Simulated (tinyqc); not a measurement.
Inside a calculation (part 2 of 2). Method: UHF in the 6-31g basis, for H2+, spin multiplicity 2. Computed by tinyqc, a small Python program that keeps every step (integrals from PySCF). Command: `OMP_NUM_THREADS=1 python tinyqc.py 27943 27944 out.jsonl` (the two numbers bound the seeds that draw the settings). One thread of a shared host (Intel(R) Xeon(R) Processor @ 2.60GHz), about 0.04 s of CPU time with the checks.

Geometry (angstrom):
```
atom,x,y,z
H,0.000000,0.000000,0.000000
H,0.000000,0.000000,0.778000
```

## Convergence

Stop when the energy changes by less than 1e-08 hartree and every element of the error matrix X^T (F D S - S D F) X (for each spin) is below 3e-05.

Course of the cycle:
```
iteration,E (hartree),change,largest element of the error matrix
1,-0.36264644,-,1.11e-01
2,-0.56133572,-1.99e-01,3.16e-02
3,-0.56465908,-3.32e-03,8.67e-03
4,-0.56492877,-2.70e-04,8.73e-16
5,-0.56492877,0.000000,9.17e-16
```

PySCF UHF in the same basis, after a stability check = -0.56492877 hartree

Converged in 5 iterations.

## Populations, bond orders and dipole

D(alpha) after iteration 5:
```
,1H 1s,1H 2s,2H 1s,2H 2s
1H 1s,0.187172,0.076454,0.187172,0.076454
1H 2s,0.076454,0.031229,0.076454,0.031229
2H 1s,0.187172,0.076454,0.187172,0.076454
2H 2s,0.076454,0.031229,0.076454,0.031229
```

D(beta) after iteration 5:
```
,1H 1s,1H 2s,2H 1s,2H 2s
1H 1s,0.000000,0.000000,0.000000,0.000000
1H 2s,0.000000,0.000000,0.000000,0.000000
2H 1s,0.000000,0.000000,0.000000,0.000000
2H 2s,0.000000,0.000000,0.000000,0.000000
```

overlap S:
```
,1H 1s,1H 2s,2H 1s,2H 2s
1H 1s,1.000000,0.658292,0.421786,0.495467
1H 2s,0.658292,1.000000,0.495467,0.840043
2H 1s,0.421786,0.495467,1.000000,0.658292
2H 2s,0.495467,0.840043,0.658292,1.000000
```

Mulliken: Z minus the diagonal of D S on the atom; Loewdin: the same with S^(1/2) D S^(1/2); Mayer order: 2 sum_s sum (D(s) S)_ij (D(s) S)_ji over the two atoms.

Charges (e):
```
atom,Mulliken,Loewdin,Mulliken spin
1H,0.500000,0.500000,0.500000
2H,0.500000,0.500000,0.500000
```

Mayer bond orders:
```
pair,order
2-1,0.500000
```

dipole moment about the origin, x y z (debye): 0.000000  0.000000  1.868447

<S^2> of the determinant (pure state: 0.75) = 0.750000
